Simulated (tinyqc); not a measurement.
Comparisons within one model: conduction-band anticrossing with a localised impurity level. A value that a table varies takes the place of the one given here.

Host conduction band EM(k) = Eg - al x + c k^2/mM, c = hbar^2/2m0, coupled to a flat level EI by V = C sqrt(x): H = [[EM, V], [V, EI]], E+/- = (EM + EI)/2 +/- sqrt((EM - EI)^2/4 + V^2). The host weight of a state at E is f = 1/(1 + V^2/(E - EI)^2), and its mass at k = 0 is mM/f. The gap is E-(0), the valence top staying at 0.

Constants: hbar^2/2m0 = 3.80998211 eV angstrom^2.

Parameters, chosen for this exercise (host near InP; not measured data):
```
symbol  value   unit     meaning
Eg      1.428   eV       gap at Gamma to the s-like level
mM      0.0806  m0       mass of the host band
EI      1.712   eV       impurity level, from the valence top of the host
C       2.35    eV       coupling
al      0.54    eV       linear shift of the host edge
x       0.0045           impurity fraction
aM      82      meV/GPa  pressure coefficient of the host edge
aI      38      meV/GPa  pressure coefficient of the level
```

## Impurity fraction

The last column is the bowing that a quadratic law would need at that x, (Eg - gap)/(x (1 - x)), with equal end gaps.

Results:
```
x (%)  E- (eV)  E+ (eV)  gap (eV)  host weight of E-  mass of E-  bowing (eV)
0.1     1.4092   1.7302    1.4092              0.943      0.0855         18.8
0.2     1.3924   1.7466    1.3924              0.902      0.0893         17.9
0.5     1.3492   1.7881    1.3492              0.827      0.0975         15.8
1.0     1.2913   1.8433    1.2913              0.762      0.1058         13.8
2.0     1.2010   1.9282    1.2010              0.703      0.1147         11.6
3.0     1.1281   1.9957    1.1281              0.673      0.1198         10.3
5.0     1.0085   2.1045    1.0085              0.642      0.1256          8.8
8.0     0.8639   2.2329    0.8639              0.620      0.1301          7.7
```

The apparent bowing falls from 18.8 to 7.7 eV, so no single constant describes the gap: the part from the coupling goes as x while V is small against |EM - EI| and as sqrt(x) beyond (V = |Eg - EI| near x = 1.46 %), with the linear term al x on top; the fall of the gap goes as the power 0.92 of x between the first two rows and 0.63 between the last two. The mass of E- goes from 0.0855 to 0.1301, higher although the gap falls, against the usual k.p trend; with al = 0 the weight tends to 1/2 at large x.

## Pressure

Eg and EI move linearly with pressure; V is kept. The slope of E- is f aM + (1 - f) aI.

Results:
```
P (GPa)  EM (eV)  EI (eV)  E- (eV)  E+ (eV)  host weight of E-  slope of E- (meV/GPa)
0         1.4256   1.7120   1.3558   1.7818              0.836                   74.8
1         1.5076   1.7500   1.4299   1.8276              0.805                   73.4
2         1.5896   1.7880   1.5025   1.8751              0.766                   71.7
3         1.6716   1.8260   1.5732   1.9243              0.720                   69.7
4         1.7536   1.8640   1.6418   1.9758              0.665                   67.3
5         1.8356   1.9020   1.7077   2.0299              0.603                   64.5
6         1.9176   1.9400   1.7707   2.0868              0.535                   61.6
7         1.9996   1.9780   1.8308   2.1468              0.466                   58.5
8         2.0816   2.0160   1.8878   2.2098              0.398                   55.5
```

The unmixed levels cross at 6.51 GPa, where E+ - E- has its minimum 2V = 0.315 eV and the weights are 1/2. The slope of E- falls from 75 to 56 meV/GPa, between the limits aM = 82 and aI = 38, as the state turns impurity-like. The X valleys, which pass below the Gamma edge of the host at high pressure, are left out.

## What each parameter does

At k = 0. Each row changes one parameter from the base and keeps the others.

Results:
```
case             E- (eV)  E+ (eV)  gap (eV)  mass (m0)
base              1.3558   1.7818    1.3558     0.0964
EI = 1.662 eV     1.3467   1.7408    1.3467     0.1008
al = 1.04 eV      1.3539   1.7814    1.3539     0.0962
Eg = 1.478 eV     1.3967   1.7908    1.3967     0.1008
C = 1.9975 eV     1.3727   1.7649    1.3727     0.0932
x = 0.00517       1.3470   1.7902    1.3470     0.0979
mM = 0.09269 m0   1.3558   1.7818    1.3558     0.1108
```

The largest shifts from the base row, up to three for each result and ties (the steps differ in size, so this ranks the rows, not the parameters). E- (eV): Eg +0.0409, C +0.0169, EI -0.0091; unchanged at the printed digits by mM. E+ (eV): EI -0.0409, C -0.0169, Eg +0.0091; unchanged at the printed digits by mM. gap (eV): Eg +0.0409, C +0.0169, EI -0.0091; unchanged at the printed digits by mM. mass (m0): mM +0.0145, EI +0.0044, Eg +0.0044.

(tinyqc, `OMP_NUM_THREADS=1 python tinyqc.py 1081137 1081138 out.jsonl`, Intel(R) Xeon(R) Processor @ 2.30GHz, 1 thread, shared host, about 0.01 s.)
